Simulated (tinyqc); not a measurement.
Semiconductor laser, carrier and photon rate equations: one step of the calculation.

Carrier density N and photon density S in one mode: dN/dt = F1 = eta I/(q V) - (A N + B N^2 + C N^3) - vg g S; dS/dt = F2 = G vg g S + G be B N^2 - S/tp, with g = g0 ln(N/Ntr)/(1 + ec S). Output power P = Fo Eph S V/(G tp). No heating, no carrier transport.

Problem. Power, relaxation frequency, damping and bandwidth. Jacobian, with a = g0/(N (1 + ec S)) and d = g/(1 + ec S): J11 = -(A + 2 B N + 3 C N^2) - vg a S, J12 = -vg d, J21 = G vg a S + 2 G be B N, J22 = G vg d - 1/tp. wR^2 = det J, gamma = -trace J, fR = wR/(2 pi); the response wR^2/(wR^2 - w^2 + i gamma w) falls to 1/sqrt(2) at w^2 = x + sqrt(x^2 + wR^4), x = wR^2 - gamma^2/2 (f3dB = w/(2 pi)).

Parameters, values chosen for the exercise: active volume V = 1.2e-11 cm^3; confinement factor G = 0.042; group velocity vg = 7.8e9 cm/s; gain coefficient g0 = 1600 1/cm; transparency density Ntr = 1.7e18 cm^-3; gain compression ec = 1.4e-17 cm^3; photon lifetime tp = 2.6 ps; defect recombination coefficient A = 6.8e7 1/s; radiative coefficient B = 6.2e-11 cm^3/s; Auger coefficient C = 4.7e-30 cm^6/s; share of spontaneous emission into the mode be = 0.00026; share of cavity losses that is output Fo = 0.53; photon energy Eph = 1.9 eV.

Constants: q = 1.602176634e-19 C. Results are converted to the units shown.

N = 3.547500940e18 cm^-3
S = 1.876057731e14 cm^-3

Give: P; fR; gamma; f3dB.

Solution.

P = 3.326 mW
fR = 2.536 GHz
gamma = 2.396 1/ns
f3dB = 3.925 GHz

tinyqc, about 0.01 s, one thread, Intel Xeon 2.30GHz (shared host): `OMP_NUM_THREADS=1 python tinyqc.py 2840037 2840038 out.jsonl`
